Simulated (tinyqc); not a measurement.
Absorption edge of a degenerate semiconductor, band filling against gap narrowing: one step of the calculation.

n-type, parabolic bands, full ionisation. eta = (EF - Ec)/kB T solves N = Nc F12(eta), F12(x) = (2/sqrt(pi)) int_0^infinity sqrt(u)/(1 + exp(u - x)) du. The gap shrinks rigidly by dEg = a3 y^(1/3) + a4 y^(1/4) + a2 y^(1/2), y = N/1e18 cm^-3, an empirical law that is here taken as the true narrowing.

Task. Fermi level. Newton step on ln F12(eta) = ln(N/Nc): eta(new) = eta - ln(Nc F12/N) F12/Fm, Fm(x) = dF12/dx = (1/sqrt(pi)) int_0^infinity u^(-1/2)/(1 + exp(u - x)) du.

Parameters, values chosen for the exercise: conduction-band density of states at 300 K, from me Nc = 5.31e17 cm^-3; ionised donor density N = 4.2e18 cm^-3.

eta at the start (Boltzmann value) = 2.0681

Find: F12; Fm; eta after iteration 1.

Result.

F12 = 2.924
Fm = 1.493
eta after iteration 1 = 4.017

Range of the model: Band tails, non-parabolic bands and incomplete ionisation are left out.

Program tinyqc, `OMP_NUM_THREADS=1 python tinyqc.py 2330020 2330021 out.jsonl`; Intel Xeon 2.30GHz, shared host, one thread, about 0.01 s.
